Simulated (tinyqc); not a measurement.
Ferroelectric hysteresis, discrete Preisach model: one step of the calculation.

25 bistable elements (j, k) switch to +1 when V reaches u_j and to -1 when V falls to -u_k, and keep their state between. P = Ps sum w_jk s_jk. All elements start at -1. No time dependence and no dielectric part.

Task. The voltage goes to -1.2 V. Rows with u_j <= V turn to +1; columns with V <= -u_k turn to -1; P = Ps sum w s.

Values chosen for this exercise:
- Ps = 18 uC/cm^2 (saturation polarisation)
- up = [0.3, 0.9, 1.5, 2.1, 2.7] V (list of the u_j)

states after step 1:
```
       d=-0.3  d=-0.9  d=-1.5  d=-2.1  d=-2.7
u=0.3       1       1       1       1       1
u=0.9       1       1       1       1       1
u=1.5       1       1       1       1       1
u=2.1       1       1       1       1       1
u=2.7      -1      -1      -1      -1      -1
```

w:
```
           d=-0.3      d=-0.9      d=-1.5      d=-2.1      d=-2.7
u=0.3  0.00130536  0.00731643  0.01457896  0.01032792  0.00260111
u=0.9  0.00731643  0.04100792  0.08171376  0.05788706  0.01457896
u=1.5  0.01457896  0.08171376  0.16282555  0.11534768  0.02905053
u=2.1  0.01032792  0.05788706  0.11534768  0.08171376  0.02057976
u=2.7  0.00260111  0.01457896  0.02905053  0.02057976  0.00518305
```

V = -1.2 V

Find: states after step 2; P after step 2.

Result.

states after step 2:
```
       d=-0.3  d=-0.9  d=-1.5  d=-2.1  d=-2.7
u=0.3      -1      -1       1       1       1
u=0.9      -1      -1       1       1       1
u=1.5      -1      -1       1       1       1
u=2.1      -1      -1       1       1       1
u=2.7      -1      -1      -1      -1      -1
```

P after step 2 = 7.436 uC/cm^2

Program tinyqc, `OMP_NUM_THREADS=1 python tinyqc.py 2860056 2860057 out.jsonl`; Intel Xeon 2.30GHz, shared host, one thread, about 0.01 s.
